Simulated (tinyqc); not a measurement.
AlGaN/GaN HEMT with access regions, lumped model: two steps of the calculation.

A polarisation-induced electron sheet under a Schottky gate, in series with two ungated access regions and contacts. Drift law v = mu E/(1 + mu E/vs) under the gate. Currents in mA/mm, resistances in ohm mm. No self-heating, no channel-length modulation; fits for polarisation, barrier and offset are chosen for the exercise.

Values chosen for this exercise; values close to those of AlGaN/GaN structures:
- x = 0.15 (aluminium share of the barrier)
- d = 25 nm (barrier thickness)
- eps_r = 9.6 (relative permittivity of barrier and channel)
- mu = 1300 cm^2/(V s) (channel mobility)
- vs = 1.5e7 cm/s (saturation velocity)
- Lg = 1 um (gate length)
- Ls = 1.5 um (source access length)
- Ld = 12 um (drain access length)
- Rc = 0.4 ohm mm (resistance of each contact)
- ft = 0 (share of the drain-access electrons removed by traps)
- Vg = -1 V (gate voltage)
- Vd = 1 V (drain voltage)
- Ec = 2.8 MV/cm (critical field)
- te = 0.41 um (depth over which the depleted charge spreads)
- tf = 300 nm (insulator under the field plate)
- ei = 7.5 (relative permittivity of that insulator)

Constants: q = 1.602176634e-19 C, eps0 = 8.8541878128e-14 F/cm where lengths are in cm. Results are converted to the units shown.

Question 1. Drain current. Access resistance R(L, n) = L/(q mu n sqrt(1 - (I/(q n vs))^2)); Rs = Rc + R(Ls, n0), Rd = Rc + R(Ld, (1 - ft) n0). Vg' = Vg - I Rs, Vd' = Vd - I (Rs + Rd); with u = Vg' - VT, Vc = vs Lg/mu and w the smaller of Vd' and Vc [sqrt(1 + 2 u/Vc) - 1] (0 if negative), the channel gives (mu Cb/Lg)(u w - w^2/2)/(1 + w/Vc). I(new) = I + 0.2 (channel current - I).

I after iteration 1 = 82.695261 mA/mm
VT = -2.8641465 V
Cb = 0.34000081 uF/cm^2
n0 = 6.0780574e12 cm^-2

Give: Rs; Rd; Vg'; Vd'; channel current; I after iteration 2.

Answer 1.

Rs = 1.587 ohm mm
Rd = 9.894 ohm mm
Vg' = -1.131 V
Vd' = 0.05057 V
channel current = 36.57 mA/mm
I after iteration 2 = 73.47 mA/mm

Question 2. On-resistance and breakdown. sigma = (5e13 x + 1.6e13 x^2) cm^-2, phiB = 0.84 + 1.3 x, dEc = 0.7 (1.71 x + x^2) in volts, Cb = eps0 eps_r/d, VT = phiB - dEc - q sigma/Cb, access density n0 = -Cb VT/q. Ron = 2 Rc + Ls/(q mu n0) + Ld/(q mu (1 - ft) n0) + Lg/(mu Cb (Vg - VT)). Off state: a depleted stretch that holds the voltage V has the peak field sqrt(k V), k = 2 q n0/(eps0 eps_r te), so one edge holds V1 = Ec^2/k. The sheet under the plate pinches off at Vf = q n0 (1/Cb + tf/(eps0 ei)); beyond it the gate edge is screened. BV = V1 if Vf >= V1, else Vf + V1, and at most Ec Ld. Specific resistance Ron (Ls + Lg + Ld); figure of merit BV^2 over it.

Find: Ron; Vf; V1; BV; specific resistance; figure of merit.

Answer 2.

Ron = 12.68 ohm mm
Vf = 46.86 V
V1 = 140.3 V
BV = 187.1 V
specific resistance = 1.838 mohm cm^2
figure of merit = 19.05 MW/cm^2

The plate raises BV by a factor of 1.33.

Computed by the program tinyqc: `OMP_NUM_THREADS=1 python tinyqc.py 2570131 2570132 out.jsonl`, one thread of a shared Intel Xeon 2.30GHz, about 0.01 s for the whole run.
